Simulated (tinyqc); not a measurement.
Ground states by the convex hull: cluster expansion of a binary alloy: correlations, fit, cross-validation and ground states. Computed by tinyqc, a small Python program. Command: `OMP_NUM_THREADS=1 python tinyqc.py 3000337 3000338 out.jsonl clex walk`. One thread of a shared host (Intel(R) Xeon(R) Processor @ 2.30GHz), about 0.2 s of CPU time with the checks.

s = +1 for A and -1 for B. Energy per site E = J0 + J1 P(point) + sum over clusters of m V P, with P the mean product of spins; V > 0 on a pair favours unlike neighbours. Clusters per site m: pair 1 6, pair 2 3, pair 3 12, triplet 8; the triplet is the triangle of first neighbours. Formation energies are counted from the line between pure A and pure B, which removes J0 and J1.

Inputs (values chosen for the exercise, for a model alloy):
```
quantity,value,unit
first-pair interaction V1,12.8,meV
second-pair interaction V2,4.5,meV
third-pair interaction V3,1.4,meV
triplet interaction Vt,-2.7,meV
noise amplitude,0.98,meV/site
```

Lattice: fcc.

Method:
- Design matrix of formation energies: m (P - 1) for pairs and m (P(triplet) - P(point)) for the triplet; x = (1 - P(point))/2.
- Exact: X V with V = (V1, V2, V3, Vt). The data to fit add the noise amplitude times the normal numbers, standing for what the clusters leave out.
- Leave out pair 3: A = X^T X and b = X^T E (E being the data with noise) over these three columns; solve A V = b. The root-mean-square error runs over the structures between the pure ends.
- Height above the hull = E less the lowest straight line between two structures that bracket x (or the lowest structure at the same x). The three-term fit is X V with the fitted values.

correlations P, counted on periodic cells:
```
,point,pair 1,pair 2,pair 3,triplet
A,1.00000,1.00000,1.00000,1.00000,1.00000
A3B L1_2,0.50000,0.00000,1.00000,0.00000,-0.50000
A3B D0_22,0.50000,0.00000,0.66667,0.33333,-0.50000
A3B (001) layers,0.50000,0.33333,0.66667,0.00000,0.50000
A2B (001) layers,0.33333,0.11111,0.55556,-0.33333,0.33333
AB L1_0,0.00000,-0.33333,1.00000,-0.33333,0.00000
AB L1_1,0.00000,0.00000,-1.00000,0.00000,0.00000
A2B2 (001) layers,0.00000,0.33333,0.33333,-0.33333,0.00000
AB2 (001) layers,-0.33333,0.11111,0.55556,-0.33333,-0.33333
AB3 L1_2,-0.50000,0.00000,1.00000,0.00000,0.50000
AB3 D0_22,-0.50000,0.00000,0.66667,0.33333,0.50000
AB3 (001) layers,-0.50000,0.33333,0.66667,0.00000,-0.50000
B,-1.00000,1.00000,1.00000,1.00000,-1.00000
```

standard normal numbers for the noise (0 for the pure ends): A 0.000, A3B L1_2 0.036, A3B D0_22 1.617, A3B (001) layers 0.879, A2B (001) layers -0.264, AB L1_0 -0.201, AB L1_1 -0.018, A2B2 (001) layers 0.620, AB2 (001) layers -1.233, AB3 L1_2 -0.372, AB3 D0_22 -0.088, AB3 (001) layers -0.045, B 0.000

X:
```
,pair 1,pair 2,pair 3,triplet
A,0.0000,0.0000,0.0000,0.0000
A3B L1_2,-6.0000,0.0000,-12.0000,-8.0000
A3B D0_22,-6.0000,-1.0000,-8.0000,-8.0000
A3B (001) layers,-4.0000,-1.0000,-12.0000,0.0000
A2B (001) layers,-5.3333,-1.3333,-16.0000,0.0000
AB L1_0,-8.0000,0.0000,-16.0000,0.0000
AB L1_1,-6.0000,-6.0000,-12.0000,0.0000
A2B2 (001) layers,-4.0000,-2.0000,-16.0000,0.0000
AB2 (001) layers,-5.3333,-1.3333,-16.0000,0.0000
AB3 L1_2,-6.0000,0.0000,-12.0000,8.0000
AB3 D0_22,-6.0000,-1.0000,-8.0000,8.0000
AB3 (001) layers,-4.0000,-1.0000,-12.0000,0.0000
B,0.0000,0.0000,0.0000,0.0000
```

fitted V1, V2, Vt (meV): [15.7437, 5.1224, -2.7647]

exact energies (meV/site): A 0.000, A3B L1_2 -72.000, A3B D0_22 -70.900, A3B (001) layers -72.500, A2B (001) layers -96.667, AB L1_0 -124.800, AB L1_1 -120.600, A2B2 (001) layers -82.600, AB2 (001) layers -96.667, AB3 L1_2 -115.200, AB3 D0_22 -114.100, AB3 (001) layers -72.500, B 0.000

root-mean-square error of the three-cluster fit = 5.58359 meV/site

Hull among these structures (meV/site):
```
structure,x,exact E,above hull,fitted E,"above hull, fit"
A,0.0000,0.00,0.000,0.00,0.000
A3B L1_2,0.2500,-72.00,0.500,-72.34,5.122
A3B D0_22,0.2500,-70.90,1.600,-77.47,0.000
A3B (001) layers,0.2500,-72.50,0.000,-68.10,9.370
A2B (001) layers,0.3333,-96.67,0.000,-90.80,2.832
AB L1_0,0.5000,-124.80,0.000,-125.95,0.000
AB L1_1,0.5000,-120.60,4.200,-125.20,0.753
A2B2 (001) layers,0.5000,-82.60,42.200,-73.22,52.730
AB2 (001) layers,0.6667,-96.67,21.733,-90.80,32.322
AB3 L1_2,0.7500,-115.20,0.000,-116.58,5.122
AB3 D0_22,0.7500,-114.10,1.100,-121.70,0.000
AB3 (001) layers,0.7500,-72.50,42.700,-68.10,53.605
B,1.0000,0.00,0.000,0.00,0.000
```

lowest exact formation energy = -124.8 meV/site

What does the comparison show, and why?

On the exact hull: A, A3B (001) layers, A2B (001) layers, AB L1_0, AB3 L1_2, B. The fit finds A, A3B D0_22, AB L1_0, AB3 D0_22, B instead; its root-mean-square error is 5.58 meV. A structure at zero height may lie on a tie line without being a vertex, and structures outside this list could lie lower.

Extremes, crossings and ranges named in words are read from the listed rows.
